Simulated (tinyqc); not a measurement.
Worked calculation: plane-wave Kohn-Sham cycle with exchange-only LDA in a layered model solid. Computed by tinyqc, a small Python program that keeps every step. Settings: points = 16, plane-wave index or count = 3, electrons = 4, k points = 1, area = 18.0, mixing = 0.3, iteration cap = 52. Command: `OMP_NUM_THREADS=1 python tinyqc.py 29385 29386 out.jsonl` (the two numbers bound the seeds that draw the settings). One thread of a shared host (Intel(R) Xeon(R) Processor @ 2.60GHz), about 0.01 s of CPU time with the checks. Later iterations appear only in the table of the cycle.

## Iteration 1: potential

A solid whose potential varies along x alone (atomic units):
```
parameter                      value
period a                    9.100000
cross-section of the cell  18.000000
electrons per cell                 4
grid points                       16
plane waves -n..n, n               3
k points                           1
V1 in V1 cos(2 pi x/a)     -0.610000
V2 in V2 cos(4 pi x/a)     -0.180000
```

density at the start, on the grid x_j = j a/N (e/bohr^3): 0.02442002  0.02442002  0.02442002  0.02442002  0.02442002  0.02442002  0.02442002  0.02442002  0.02442002  0.02442002  0.02442002  0.02442002  0.02442002  0.02442002  0.02442002  0.02442002

V_H(G) = 4 pi rho(G)/G^2 for G != 0 (uniform background); v_x = -(3 rho/pi)^(1/3); V = V_ext + V_H + v_x; Fourier components f(G_m) = (1/N) sum_j f(x_j) exp(-i G_m x_j).

Potentials on the grid (hartree):
```
x             V_ext       V_H        v_x          V
0.000000  -0.790000  0.000000  -0.285697  -1.075697
0.568750  -0.690846  0.000000  -0.285697  -0.976543
1.137500  -0.431335  0.000000  -0.285697  -0.717032
1.706250  -0.106158  0.000000  -0.285697  -0.391855
2.275000   0.180000  0.000000  -0.285697  -0.105697
2.843750   0.360716  0.000000  -0.285697   0.075019
3.412500   0.431335  0.000000  -0.285697   0.145638
3.981250   0.436287  0.000000  -0.285697   0.150590
4.550000   0.430000  0.000000  -0.285697   0.144303
5.118750   0.436287  0.000000  -0.285697   0.150590
5.687500   0.431335  0.000000  -0.285697   0.145638
6.256250   0.360716  0.000000  -0.285697   0.075019
6.825000   0.180000  0.000000  -0.285697  -0.105697
7.393750  -0.106158  0.000000  -0.285697  -0.391855
7.962500  -0.431335  0.000000  -0.285697  -0.717032
8.531250  -0.690846  0.000000  -0.285697  -0.976543
```

V(G_m), m = 0, 1, 2, ... (hartree): -0.285697  -0.305000  -0.090000  0.000000  0.000000  0.000000  0.000000

## Iteration 1: Hamiltonian at one k

k = 0.000000 2 pi / a

H(m,m') = (k + G_m)^2/2 delta + V(G_m - G_m'), with V(-G) = V(G).

H (hartree):
```
           -3         -2         -1         +0         +1         +2         +3
-3   1.859610  -0.305000  -0.090000   0.000000   0.000000   0.000000   0.000000
-2  -0.305000   0.667773  -0.305000  -0.090000   0.000000   0.000000   0.000000
-1  -0.090000  -0.305000  -0.047330  -0.305000  -0.090000   0.000000   0.000000
+0   0.000000  -0.090000  -0.305000  -0.285697  -0.305000  -0.090000   0.000000
+1   0.000000   0.000000  -0.090000  -0.305000  -0.047330  -0.305000  -0.090000
+2   0.000000   0.000000   0.000000  -0.090000  -0.305000   0.667773  -0.305000
+3   0.000000   0.000000   0.000000   0.000000  -0.090000  -0.305000   1.859610
```

## Iteration 1: levels at that k

Diagonalise the Hermitian matrix.

eigenvalues (hartree): -0.718930  -0.102272  0.175121  0.714396  0.739056  1.933268  1.933769

## Iteration 1: new density

Motion across x is left out: the lowest 2 band(s) hold two electrons at each of the k points (j + 1/2)/nk - 1/2. Residual R = rho(out) - rho(in); rho(new) = rho(in) + 0.3 R. rho(out) = 2/(a A nk) sum |psi|^2 with psi = sum c exp(i G x). Harris energy E = band energy - dV sum rho (V_H/2 + v_x) + (3/4) dV sum rho v_x with rho(in), dV = a A/N, band energy = (2/nk) sum of the filled levels.

rho(out) (e/bohr^3): 0.05034137  0.05363617  0.05205726  0.03633736  0.01786511  0.00704047  0.00258017  0.00066609  0.00001373  0.00066609  0.00258017  0.00704047  0.01786511  0.03633736  0.05205726  0.05363617

density after iteration 1 (e/bohr^3): 0.03219643  0.03318487  0.03271120  0.02799523  0.02245355  0.01920616  0.01786807  0.01729385  0.01709814  0.01729385  0.01786807  0.01920616  0.02245355  0.02799523  0.03271120  0.03318487

energy per cell = -1.35670594 hartree

## Iteration 2: potential

As before.

Potentials on the grid (hartree):
```
x             V_ext        V_H        v_x          V
0.000000  -0.790000   0.239911  -0.313275  -0.863364
0.568750  -0.690846   0.223686  -0.316449  -0.783608
1.137500  -0.431335   0.172350  -0.314936  -0.573921
1.706250  -0.106158   0.088891  -0.299010  -0.316276
2.275000   0.180000  -0.008842  -0.277813  -0.106655
2.843750   0.360716  -0.099434  -0.263716  -0.002434
3.412500   0.431335  -0.169485  -0.257444   0.004406
3.981250   0.436287  -0.213144  -0.254656  -0.031513
4.550000   0.430000  -0.227958  -0.253692  -0.051650
5.118750   0.436287  -0.213144  -0.254656  -0.031513
5.687500   0.431335  -0.169485  -0.257444   0.004406
6.256250   0.360716  -0.099434  -0.263716  -0.002434
6.825000   0.180000  -0.008842  -0.277813  -0.106655
7.393750  -0.106158   0.088891  -0.299010  -0.316276
7.962500  -0.431335   0.172350  -0.314936  -0.573921
8.531250  -0.690846   0.223686  -0.316449  -0.783608
```

V(G_m), m = 0, 1, 2, ... (hartree): -0.283439  -0.203718  -0.087734  0.000652  0.000669  0.000118  0.000020

## Iteration 2: Hamiltonian at one k

k = 0.000000 2 pi / a

As before.

H (hartree):
```
           -3         -2         -1         +0         +1         +2         +3
-3   1.861869  -0.203718  -0.087734   0.000652   0.000669   0.000118   0.000020
-2  -0.203718   0.670031  -0.203718  -0.087734   0.000652   0.000669   0.000118
-1  -0.087734  -0.203718  -0.045071  -0.203718  -0.087734   0.000652   0.000669
+0   0.000652  -0.087734  -0.203718  -0.283439  -0.203718  -0.087734   0.000652
+1   0.000669   0.000652  -0.087734  -0.203718  -0.045071  -0.203718  -0.087734
+2   0.000118   0.000669   0.000652  -0.087734  -0.203718   0.670031  -0.203718
+3   0.000020   0.000118   0.000669   0.000652  -0.087734  -0.203718   1.861869
```

## Iteration 2: levels at that k

As before.

eigenvalues (hartree): -0.550303  -0.029103  0.074199  0.694959  0.705662  1.897314  1.897490

## Iteration 2: new density

As before.

rho(out) (e/bohr^3): 0.04678819  0.04891589  0.04780420  0.03652777  0.02163126  0.01087723  0.00480193  0.00135921  0.00009721  0.00135921  0.00480193  0.01087723  0.02163126  0.03652777  0.04780420  0.04891589

density after iteration 2 (e/bohr^3): 0.03657396  0.03790417  0.03723910  0.03055499  0.02220686  0.01670748  0.01394823  0.01251345  0.01199786  0.01251345  0.01394823  0.01670748  0.02220686  0.03055499  0.03723910  0.03790417

energy per cell = -0.95706544 hartree

## Convergence

Stop when sqrt(dV sum R^2) is below 1e-8, dV = a A/N.

Course of the cycle:
```
iteration  E (hartree)  norm of the residual
1          -1.35670594              2.78e-01
2          -0.95706544              1.63e-01
3          -0.82251045              9.01e-02
4          -0.88287147              2.04e-01
5          -0.85248636              1.22e-01
6          -0.85703286              1.75e-01
7          -0.86619343              1.38e-01
8          -0.84727291              1.62e-01
9          -0.87190525              1.46e-01
10         -0.84349821              1.56e-01
11         -0.87425422              1.49e-01
...                ...                   ...
42         -0.84088121              1.52e-01
43         -0.87596430              1.52e-01
44         -0.84088121              1.52e-01
45         -0.87596431              1.52e-01
46         -0.84088121              1.52e-01
47         -0.87596431              1.52e-01
48         -0.84088121              1.52e-01
49         -0.87596431              1.52e-01
50         -0.84088121              1.52e-01
51         -0.87596431              1.52e-01
52         -0.84088121              1.52e-01
```

Not converged within 52 iterations: the residual has stopped falling: the iteration swings between two states. At the k point shown the highest filled and lowest empty bands lie only 0.0192 hartree apart, so integer filling is fragile. Reruns (cap 100 unless said): mixing 0.1: not converged; mixing 0.5, Kerker q0 1.0: not converged; mixing 0.3, Pulay depth 5: not converged; the original settings with a cap of 400: not converged.
